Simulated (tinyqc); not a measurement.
Coherent potential approximation for a binary alloy with a semi-elliptic band: sweeps and comparisons. A value that a table varies takes the place of the one given here.

Site levels eA = -x d (share 1 - x) and eB = (1 - x) d (share x), so that their mean, the virtual crystal, is 0. Pure band: G0(z) = 2 (z - sqrt(z - W) sqrt(z + W))/W^2 with principal roots, density -Im G/pi per site. The medium has a self-energy S(z), G = G0(z - S), z = E + i eta. t_i = (e_i - S)/(1 - (e_i - S) G); the CPA demands <t> = (1 - x) tA + x tB = 0. Iteration: start at S = 0, set S(new) = S + <t>/(1 + <t> G), stop when |<t>| < 1e-9 eV.

Values chosen for the exercise: W = 4.8 eV (half width of the pure band); x = 0.31 (fraction of B); d = 5.46 eV (eB - eA); eta = 0.096 eV (broadening); E1 = -6.5 eV (first energy); dE = 1.08 eV (step); E = -0.47 eV (energy).

## Virtual crystal, CPA and unmixed bands

Fifteen energies E1 + j dE. Virtual crystal: G0(z). Unmixed: (1 - x) G0(z - eA) + x G0(z - eB), the limit of large separate grains.

Densities (1/eV) and self-energy (eV):
```
E (eV),virtual crystal,CPA,unmixed,Re S,Im S
-6.50,0.0013,0.0029,0.0108,-0.8818,-0.0181
-5.42,0.0030,0.0522,0.0560,-1.0957,-0.2024
-4.34,0.0543,0.0873,0.0747,-1.1420,-0.3807
-3.26,0.0948,0.1039,0.0850,-1.1967,-0.5315
-2.18,0.1155,0.1104,0.0898,-1.2734,-0.6881
-1.10,0.1265,0.1084,0.0924,-1.3931,-0.8703
-0.02,0.1300,0.0967,0.1084,-1.6123,-1.1075
1.06,0.1267,0.0691,0.1063,-2.1875,-1.4615
2.14,0.1161,0.0246,0.0912,-0.8618,-11.7351
3.22,0.0958,0.0683,0.0462,2.2533,-3.2001
4.30,0.0566,0.0767,0.0413,2.1409,-1.9776
5.38,0.0032,0.0704,0.0386,2.0762,-1.2740
6.46,0.0013,0.0458,0.0337,2.0202,-0.6544
7.54,0.0008,0.0026,0.0249,1.4865,-0.0494
8.62,0.0005,0.0010,0.0039,1.1229,-0.0225
```

d/W = 1.14. CPA and virtual crystal differ by at most 0.092 1/eV, at 2.14 eV, against a peak of 0.133 for the pure band. |Im S| is largest at 2.14 eV (Im S = -11.735 eV); where the density is near zero this is no damping of states. The CPA density has a dip at 2.14 eV (0.0246): the band is parting, or has parted, into an A-like and a B-like subband (in a true gap only the tail of eta remains), which no virtual crystal can show.

## Bowing of the band edge from disorder

For eta = 0 the CPA reads G = (1 - x)/(y - eA) + x/(y - eB) with y = E - W^2 G/4; the lower edge is the maximum of E(y) = y + W^2 G(y)/4 for y < eA. The virtual crystal puts it at -W. Second order: -W - 2 x (1 - x) d^2/W, from S = x (1 - x) d^2 G0(-W), G0(-W) = -2/W.

Lower edge (eV):
```
x,edge,edge + W,second order,(edge + W)/(x (1 - x))
0.05,-4.9884,-0.1884,-0.5900,-3.9658
0.10,-5.1741,-0.3741,-1.1179,-4.1564
0.25,-5.7126,-0.9126,-2.3290,-4.8672
0.40,-6.2160,-1.4160,-2.9812,-5.9000
0.50,-6.5252,-1.7252,-3.1054,-6.9006
0.60,-6.8051,-2.0051,-2.9812,-8.3546
0.75,-7.1407,-2.3407,-2.3290,-12.4838
0.90,-7.2619,-2.4619,-1.1179,-27.3543
0.95,-7.1695,-2.3695,-0.5900,-49.8843
```

second-order coefficient = -12.4215 eV

Disorder pushes the edge below the virtual crystal, most at x = 0.9 (-2462 meV). The coefficient runs from -3.966 at x = 0.05 to -49.884 eV at 0.95, against -12.421 in second order, which is only a guide at d/W = 1.14: it depends strongly on x and is largest in size where the low-lying A atoms are dilute and act as attractive impurities. For d above W/2 they bind a level, and the ratio then measures that level rather than bowing.

## When the band splits

x as given, d varied, eta as given. The density is taken at E = (eA + eB)/2 and at E = eA + eB = (1 - 2x) d, where S has its pole for well split bands; a gap shows as a density of the size of the broadening tail.

Between the two levels:
```
d/W,d (eV),density at the midpoint (1/eV),density at (1 - 2x) d (1/eV),Im S at the midpoint (eV)
0.2,0.96,0.1277,0.1274,-0.081
0.4,1.92,0.1209,0.1193,-0.325
0.6,2.88,0.1100,0.1046,-0.716
0.8,3.84,0.0964,0.0801,-1.146
1.0,4.80,0.0815,0.0352,-1.418
1.2,5.76,0.0641,0.0151,-1.422
1.5,7.20,0.0204,0.0056,-0.705
2.0,9.60,0.0021,0.0022,-0.443
```

The midpoint density falls from 0.128 to 0.0021 1/eV; it first drops below a tenth of the pure peak (0.013) at d/W = 2. At (1 - 2x) d the density drops below that mark at d/W = 1.5, so the bands have parted by then (this mark lags the true splitting), and is least, 0.0022, at d/W = 2. For x = 1/2 the two coincide and the band splits at d = W exactly; here x = 0.31. The size of Im Sigma at the midpoint is largest at d/W = 1.2. It is a lifetime only where the density there is finite; for well separated bands, d/W above 1/(2 sqrt(x (1 - x))), S has a pole in the gap at (1 - 2x) d.

## What each parameter does

Converged values at E. Each row changes one parameter from the base and keeps the others.

Results:
```
case,Re S (eV),Im S (eV),density (1/eV)
base,-1.5017,-0.9991,0.1029
W = 5.28 eV,-1.4012,-1.0522,0.0954
x = 0.36,-1.8116,-1.3228,0.0945
d = 6.006 eV,-1.7645,-1.0400,0.1004
eta = 0.192 eV,-1.4796,-1.0188,0.1006
E = 0.01 eV,-1.6211,-1.1153,0.0962
```

The largest shifts from the base row, up to three for each result and ties (the steps differ in size, so this ranks the rows, not the parameters). Re S (eV): x -0.3099, d -0.2628, E -0.1194. Im S (eV): x -0.3237, E -0.1162, W -0.0531. density (1/eV): x -0.0084, W -0.0075, E -0.0067.

Computed by tinyqc, a small Python program: `OMP_NUM_THREADS=1 python tinyqc.py 1482741 1482742 out.jsonl` (the numbers bound the seed that draws the inputs); one thread of a shared host (Intel(R) Xeon(R) Processor @ 2.30GHz), about 0.01 s for the whole set of steps.
